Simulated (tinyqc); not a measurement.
Switching kinetics of a ferroelectric film and the memory window of a ferroelectric gate stack: one step, computed by the program tinyqc. Command: `OMP_NUM_THREADS=1 python tinyqc.py 3010414 3010415 out.jsonl feswitch walk`. One thread of a shared host (Intel(R) Xeon(R) Processor @ 2.30GHz), about 0.01 s of CPU time with the checks.

Fields in MV/cm; 1 microcoulomb/cm^2 over eps_0 is 11.29409 MV/cm. In the stack (metal, ferroelectric, interlayer, channel) the channel is taken as a conductor.

Question. The hysteresis loop. Saturated branches: P(E) = P_s tanh[(E -/+ E_c)/(2 delta)], delta = E_c/ln[(1 + P_r/P_s)/(1 - P_r/P_s)]; D = P + eps_0 eps_F E.

Inputs (values chosen for the exercise, for a model film):

| quantity | value | unit |
|---|---|---|
| saturation polarisation P_s | 25 | microcoulomb/cm^2 |
| ratio P_r/P_s | 0.9 | - |
| coercive field E_c | 0.93 | MV/cm |
| permittivity of the ferroelectric eps_F | 36 | - |

Give: delta; P on both branches (microcoulomb/cm^2) at E/E_c = -3, -2, -1, -0.5, 0, 0.5, 1, 1.5, 2, 3; peak differential permittivity eps_F + P_s/(2 delta eps_0).

Answer.

delta = 0.3158 MV/cm

P on both branches (microcoulomb/cm^2) at E/E_c = -3, -2, -1, -0.5, 0, 0.5, 1, 1.5, 2, 3:

| E (MV/cm) | rising branch | falling branch |
|---|---|---|
| -2.790 | -25.00 | -24.86 |
| -1.860 | -24.99 | -22.50 |
| -0.930 | -24.86 | 0.00 |
| -0.465 | -24.40 | 15.67 |
| 0.000 | -22.50 | 22.50 |
| 0.465 | -15.67 | 24.40 |
| 0.930 | 0.00 | 24.86 |
| 1.395 | 15.67 | 24.97 |
| 1.860 | 22.50 | 24.99 |
| 2.790 | 24.86 | 25.00 |

peak differential permittivity eps_F + P_s/(2 delta eps_0) = 483.0
